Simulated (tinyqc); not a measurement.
# Six-transistor SRAM cell, nodal equations and margins: effects of single changes

Two cross-coupled inverters (pull-down bn, pull-up bp) hold the nodes Q and QB; access transistors (ba, threshold VTn, gate on the word line at Vdd when selected) join them to the bit lines. Transistor (EKV form, voltages against the body): I = 2 n b Vt^2 [F(vp - Vs) - F(vp - Vd)] from drain to source, F(v) = ln^2(1 + exp(v/(2 Vt))), vp = (Vg - VT + sg |Vd - Vs|)/n. n-channel bodies are at 0; for the p-channel device all voltages are counted down from Vdd. b in uA/V^2 gives I in uA. For an access transistor the bit line is the drain and the node the source. In a read both bit lines are at Vdd. The cell is symmetric (no mismatch).

Parameters, values chosen for the exercise: temperature T = 273 K; supply voltage Vdd = 0.7 V; slope factor n = 1.14; drain-induced barrier lowering sg = 0.081; n-channel threshold VTn = 0.38 V; p-channel threshold (magnitude) VTp = 0.41 V; gain factor of the pull-down transistor bn = 170 uA/V^2; gain factor of the access transistor ba = 140 uA/V^2; gain factor of the pull-up transistor bp = 49 uA/V^2.

Constants: q = 1.602176634e-19 C, kB = 1.380649e-23 J/K, Vt = kB T/q. Results are converted to the units shown.

Each table varies one quantity; the others keep the values above.

## Effect of the n-channel threshold

f(x) is the node voltage of one half-cell for input x: In = Ip in hold, In = Ip + Ia in a read. Static noise margin: side of the largest square between the curve (x, f(x)) and its mirror image (f(y), y); with h(c) the root x of f(x) - x = c, it is the maximum over c > 0 of h(c) - h(-c) + c. Q is the low node in a read and Iread the current of its access transistor. The write trip is the voltage to which the bit line of the high node must fall (the other staying at Vdd) for that state to vanish; higher is easier, and a negative value means that a grounded bit line does not write.

Result of one run:
```
VTn (V)  hold margin (mV)  read margin (mV)  Q in a read (mV)  Iread (uA)  write trip (mV)
0.44                293.4             145.8             80.06       2.968            179.5
```

What becomes of these results when the n-channel threshold VTn is changed from 0.44 to 0.38 V, all else the same?

Result of the changed run:
```
VTn (V)  hold margin (mV)  read margin (mV)  Q in a read (mV)  Iread (uA)  write trip (mV)
0.38                279.2             126.4             92.32       4.291            230.3
```

The whole series:
```
VTn (V)  hold margin (mV)  read margin (mV)  Q in a read (mV)  Iread (uA)  write trip (mV)
0.2                 195.3             29.85             132.6       9.571            404.5
0.26                226.0             67.58             117.9       7.641            337.5
0.32                254.7             100.5             105.0       5.852            282.6
0.38                279.2             126.4             92.32       4.291            230.3
0.44                293.4             145.8             80.06       2.968            179.5
0.5                 288.1             162.9             68.54       1.883            130.1
```

As VTn goes from 0.2 to 0.5 V, the read margin rises from 29.9 to 163 mV, the write trip falls from 404 to 130 mV and Iread falls from 9.57 to 1.88 uA. The read margin is 0.15 of the hold margin in the first row and 0.57 in the last. Read stability and write ability pull in opposite directions. For VTn = 0.2 to 0.26 V the read margin is under 100 mV, which threshold mismatch, left out here, can use up in a large array.

## Effect of the gain factor of the pull-down transistor

Same model as above.

Effect of the gain factor of the pull-down transistor:
```
bn (uA/V^2)  hold margin (mV)  read margin (mV)  Q in a read (mV)  Iread (uA)  write trip (mV)
110                     283.4             113.6             117.3       3.367            244.0
140                     281.2             120.6             103.2       3.873            236.4
180                     278.6             128.1             89.20       4.415            228.5
240                     275.5             136.8             74.24       5.033            219.7
320                     272.2             145.5             60.79       5.625            211.3
420                     268.8             153.5             49.62       6.142            203.6
```

Read the table: what changes, and by how much?

As bn goes from 110 to 420 uA/V^2, the read margin rises from 114 to 154 mV, the write trip falls from 244 to 204 mV and Iread rises from 3.37 to 6.14 uA. The read margin is 0.40 of the hold margin in the first row and 0.57 in the last. Read stability and write ability pull in opposite directions.

Computed by the program tinyqc: `OMP_NUM_THREADS=1 python tinyqc.py 2340015 2340016 out.jsonl`, one thread of a shared Intel Xeon 2.30GHz, about 0.1 s for the whole run.
